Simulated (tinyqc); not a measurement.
Worked calculation: tight binding, honeycomb lattice. One step of it, computed by the program tinyqc.

Question. Levels at k. Diagonalise the Hermitian matrix.

H(k) at k (eV):
```
                     A                    B
A             0.000000  -3.932467-1.523598i
B  -3.932467+1.523598i             0.000000
```

Give: eigenvalues; weights |c|^2 of the basis functions.

Answer.

eigenvalues (eV): -4.2173  4.2173

weights |c|^2 of the basis functions:
```
   band 1  band 2
A  0.5000  0.5000
B  0.5000  0.5000
```
